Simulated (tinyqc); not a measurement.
Pi bands of a honeycomb layer in tight binding: sweeps and comparisons. A value that a table varies takes the place of the one given here.

Lattice vectors a (1,0) and a (1/2, sqrt3/2); f = exp(i ky a/sqrt3) + 2 cos(kx a/2) exp(-i ky a/(2 sqrt3)), w = |f|. H = [[D - t2 F, -t f], [., -D - t2 F]] with F = w^2 - 3, S = [[1, s0 f], [., 1]]; the levels solve det(H - E S) = 0. K = (4 pi/3a, 0), M = (pi/a, pi/(sqrt3 a)); w = 3, 1, 0 at Gamma, M, K.

Constants: hbar^2/2m0 = 3.80998211 eV angstrom^2.

Parameters, chosen for this exercise (of the size used for graphene; not measured data):
- a = 2.46 angstrom (lattice constant)
- t = 2.94 eV (nearest hopping)
- t2 = 0.14 eV (second-neighbour hopping)
- s0 = 0 (overlap of neighbours)
- D = 0.033 eV (+D on A, -D on B)

## How far the cone holds

Upper and lower levels at distance q from K towards Gamma (-x) and towards M (+x), measured from 3 t2; cone: sqrt(D^2 + (hbar v q)^2), hbar v = (sqrt3/2) a (t + 3 t2 s0).

Levels (eV):

| q (1/angstrom) | cone | upper, to Gamma | lower, to Gamma | upper, to M | lower, to M |
|---|---|---|---|---|---|
| 0.02 | 0.1295 | 0.1301 | -0.1306 | 0.1284 | -0.1289 |
| 0.05 | 0.3149 | 0.3186 | -0.3219 | 0.3077 | -0.3107 |
| 0.10 | 0.6272 | 0.6410 | -0.6546 | 0.5976 | -0.6093 |
| 0.15 | 0.9401 | 0.9690 | -1.0003 | 0.8722 | -0.8976 |
| 0.20 | 1.2531 | 1.3004 | -1.3576 | 1.1306 | -1.1735 |
| 0.30 | 1.8793 | 1.9678 | -2.1019 | 1.5956 | -1.6826 |
| 0.40 | 2.5056 | 2.6316 | -2.8773 | 1.9885 | -2.1256 |
| 0.60 | 3.7582 | 3.9067 | -4.4757 | 2.5467 | -2.7761 |

At q = 0.2 the upper band lies +47 meV from the cone towards Gamma and -123 meV towards M; half their difference, 85 meV, is the trigonal warping, steeper towards Gamma, and their mean, -38 meV, comes from the bending of the band and from t2 or the overlap. All four values stay within 5 % of the cone up to q = 0.1. The electron-hole asymmetry, upper plus lower towards Gamma, is -57 meV at q = 0.2.

## Fermi level against carrier density

hbar v = 6.26344 eV angstrom

Cone with four flavours: n = kF^2/pi, EF = sqrt(D^2 + (hbar v kF)^2), density of states 2 EF/(pi (hbar v)^2), quantum capacitance e^2 times it (1 e^2/(eV angstrom^2) = 1602.177 microF/cm^2), cyclotron mass 2c EF/(hbar v)^2, c = hbar^2/2m0; 1e12/cm^2 = 1e-4/angstrom^2.

Filling:

| n (1e12/cm^2) | kF (1/angstrom) | EF (eV) | Cq (microF/cm^2) | cyclotron mass (m0) |
|---|---|---|---|---|
| 0.10 | 0.00560 | 0.0482 | 1.253 | 0.0094 |
| 0.25 | 0.00886 | 0.0646 | 1.679 | 0.0125 |
| 0.50 | 0.01253 | 0.0852 | 2.214 | 0.0165 |
| 1.00 | 0.01772 | 0.1158 | 3.011 | 0.0225 |
| 2.00 | 0.02507 | 0.1604 | 4.171 | 0.0312 |
| 4.00 | 0.03545 | 0.2245 | 5.836 | 0.0436 |
| 10.00 | 0.05605 | 0.3526 | 9.168 | 0.0685 |
| 20.00 | 0.07927 | 0.4976 | 12.937 | 0.0966 |

From 1 to 4e12/cm^2 EF rises by a factor 1.938, less than two because the gap 2D = 0.066 eV still counts. Capacitance and mass grow in proportion to EF counted from mid-gap, so hardly at all while a large gap term dominates it; in a parabolic band both are constant; Cq is 3.01 microF/cm^2 at 1e12/cm^2, against 3.45 for 1 nm of a dielectric with eps = 3.9.

## What each parameter does

Gap at K, difference at M, and the two levels at Gamma, from (e - E)^2 - D^2 - (t + s0 E)^2 w^2 = 0, e = -t2 (w^2 - 3). Each row changes one parameter from the base and keeps the others.

Results:

| case | gap at K (eV) | difference at M (eV) | lower at Gamma (eV) | upper at Gamma (eV) |
|---|---|---|---|---|
| base | 0.0660 | 5.8804 | -9.6601 | 7.9801 |
| t = 3.087 eV | 0.0660 | 6.1744 | -10.1011 | 8.4211 |
| t2 = 0.19 eV | 0.0660 | 5.8804 | -9.9601 | 7.6801 |
| s0 = 0.03 | 0.0660 | 5.9025 | -8.8624 | 8.7693 |
| D = 0.133 eV | 0.2660 | 5.8860 | -9.6610 | 7.9810 |
| a = 2.5092 angstrom | 0.0660 | 5.8804 | -9.6601 | 7.9801 |

The largest shifts from the base row, up to three for each result and ties (the steps differ in size, so this ranks the rows, not the parameters). gap at K (eV): D +0.2000; unchanged at the printed digits by t, t2, s0 and a. difference at M (eV): t +0.2940, s0 +0.0221, D +0.0056; unchanged at the printed digits by t2 and a. lower at Gamma (eV): s0 +0.7976, t -0.4410, t2 -0.3000; unchanged at the printed digits by a. upper at Gamma (eV): s0 +0.7892, t +0.4410, t2 -0.3000; unchanged at the printed digits by a. At points fixed by symmetry a drops out; the gap at K is 2D whatever the hoppings.

(tinyqc, `OMP_NUM_THREADS=1 python tinyqc.py 1452771 1452772 out.jsonl`, Intel(R) Xeon(R) Processor @ 2.30GHz, 1 thread, shared host, about 0.01 s.)
